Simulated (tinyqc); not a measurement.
Inside a calculation. Method: plane-wave Kohn-Sham cycle with exchange-only LDA in a layered model solid. One step of it, computed by the program tinyqc.

Question. Iteration 2: levels at that k. Diagonalise the Hermitian matrix.

H (hartree), order -2, -1, +0, +1, +2:
```
[[0.196922, 0.155621, -0.003651, 0.004304, 0.000975],
 [0.155621, -0.073429, 0.155621, -0.003651, 0.004304],
 [-0.003651, 0.155621, -0.163546, 0.155621, -0.003651],
 [0.004304, -0.003651, 0.155621, -0.073429, 0.155621],
 [0.000975, 0.004304, -0.003651, 0.155621, 0.196922]]
```

Give: eigenvalues.

Answer.

eigenvalues (hartree): [-0.3655, -0.1383, 0.0306, 0.2645, 0.2922]
